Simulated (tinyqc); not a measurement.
From a target to a composition: model-solid line-up of a strained alloy layer on a substrate.

Problem. A layer of the alloy is strained to the substrate, and its gap (Ec minus the top valence edge) is given. Find x between 0.03 and 0.85, where the gap is monotonic.

All values of the alloy are linear in x but the gap, Eg(x) = (1 - x) Eg_A + x Eg_B - C x (1 - x), and the valence edge, Ev(x) = (1 - x) Ev_A + x Ev_B + fv C x (1 - x); Ec = Ev + Eg. Ev is the top of the unstrained valence band on a scale common to all materials. In the layer only the Gamma valley of the conduction band is followed, also where an X or L valley would lie lower.

Coherent growth on a (110) face: e_par = (a_s - a)/a, e_perp = -(C11 + 3 C12 - 2 C44)/(C11 + C12 + 2 C44) e_par; exx = eyy = (e_par + e_perp)/2, ezz = e_par, exy = (e_perp - e_par)/2, eyz = ezx = 0.

Strained edges: Ec + ac tr(e); the valence edges are Ev plus the levels of the 6 x 6 matrix of X, Y, Z times spin with -Dso/3 + l exx + m (eyy + ezz) on the diagonal (cyclic), n exy off it, l = av + 2 b, m = av - b, n = sqrt(3) d. Spin-orbit term (Dso/3) L.sigma on X, Y, Z with (L_k)_ij = -i epsilon_kij: <X+|H|Y+> = -i Dso/3, <X+|H|Z-> = Dso/3, <Y+|H|Z-> = -i Dso/3, <Z+|H|X-> = -Dso/3, <Z+|H|Y-> = i Dso/3, <X-|H|Y-> = i Dso/3, and their conjugates; + and - are the spin along z.

Parameters, chosen for this exercise (A near GaP, B near GaAs, substrate near GaP; shifted at random, so the results belong to these values and not to a real crystal):
```
symbol  value           unit      meaning
a       (5.448, 5.646)  angstrom  lattice constant of A, B
Eg      (2.896, 1.512)  eV        gap at Gamma to the s-like level of A, B
Dso     (0.079, 0.342)  eV        spin-orbit splitting of A, B
Ev      (-1.26, -0.79)  eV        top of the unstrained valence band of A, B
ac      (-8.24, -7.2)   eV        conduction deformation potential of A, B
av      (1.7, 1.16)     eV        valence hydrostatic potential of A, B
b       (-1.62, -1.99)  eV        tetragonal shear potential of A, B
d       (-4.56, -4.85)  eV        trigonal shear potential of A, B
C11     (141, 121.7)    GPa       of A, B
C12     (61.8, 57.3)    GPa       of A, B
C44     (71, 60.1)      GPa       of A, B
C       0.165           eV        bowing of the gap
fv      0.3                       share of the bowing taken by the valence edge
a_s     5.448           angstrom  substrate
face    110                       growth face
```

strained gap = 2.016489 eV

Find: x; e_par; gap of the relaxed alloy.

Solution. Bisect on x; the strained gap is 2.8614 eV at x = 0.03 and 1.9402 eV at x = 0.85.

x = 0.780
e_par = -2.757 %
gap of the relaxed alloy = 1.788 eV

Run: tinyqc, `OMP_NUM_THREADS=1 python tinyqc.py 1081586 1081587 out.jsonl`; Intel(R) Xeon(R) Processor @ 2.30GHz, one thread, shared host; about 0.02 s of CPU time with all checks.
